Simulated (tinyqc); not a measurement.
## Thermionic emission over a Gaussian spread of barriers: effect of temperature

Metal on an n-type semiconductor with one parabolic valley; V > 0 is forward bias (metal positive). Patches of barrier height b are spread as a Gaussian with mean phi - r2 V and variance sg^2 + r3 V; each carries A* T^2 exp(-b/Vt) [exp(V/Vt) - 1].

A* = 4 pi q me m0 kB^2/h^3 (times 1e-4 for A/(cm^2 K^2)). The mean of exp(-b/Vt) gives the apparent barrier phi_ap(V) = phi - r2 V - (sg^2 + r3 V)/(2 Vt), J = A* T^2 exp(-phi_ap/Vt) [exp(V/Vt) - 1], and 1/n = 1 + r2 + r3/(2 Vt). J0 = A* T^2 exp(-phi_ap(0)/Vt); the current at zero bias is centred on b = phi - sg^2/Vt.

Parameters, values chosen for the exercise; band and dielectric values close to those of 4H silicon carbide: electron mass me = 0.363 m0; barrier height seen from the metal phi = 1.18 eV; standard deviation of the barrier heights sg = 0.07 eV; shift of the mean barrier per volt, with its sign reversed (rho2) r2 = -0.065; change of sg^2 per volt (rho3) r3 = -0.0011 V.

Constants: q = 1.602176634e-19 C, kB = 1.380649e-23 J/K, h = 6.62607015e-34 J s, m0 = 9.1093837015e-31 kg, Vt = kB T/q. Results are converted to the units shown.

Effect of temperature:
```
T (K)  phi_ap(0) (eV)       n  J0 (A/cm^2)  barrier that carries most current (eV)
100           0.89569  1.1479   3.1547e-40                                 0.61138
140           0.97692  1.1243   5.8125e-30                                 0.77384
180            1.0220  1.1117   3.4208e-23                                 0.86410
220            1.0508  1.1038   1.7926e-18                                 0.92154
260            1.0706  1.0984   5.2052e-15                                 0.96130
300            1.0852  1.0944   2.3062e-12                                 0.99046
350            1.0988  1.0908   8.0590e-10                                  1.0175
400            1.1089  1.0881    7.4478e-8                                  1.0378
```

What does the comparison show, and why?

The apparent barrier rises from 0.896 to 1.11 eV and n falls from 1.15 to 1.09. A Richardson plot, ln(J0/T^2) against 1/Vt, has the slope -0.693 eV between the first two rows and -1.03 eV between the last two, against phi = 1.18 eV: the plot bends, because cold electrons seek the low patches. In 5 of the 8 rows sg exceeds 3 Vt, so the current comes from more than three deviations below the mean, a tiny share of the area that a Gaussian of independent patches describes poorly.

Range of the model: One isotropic valley is assumed; bands with several valleys have a larger Richardson constant and Nc.

Computed by the program tinyqc: `OMP_NUM_THREADS=1 python tinyqc.py 2640067 2640068 out.jsonl`, one thread of a shared Intel Xeon 2.30GHz, about 0.01 s for the whole run.
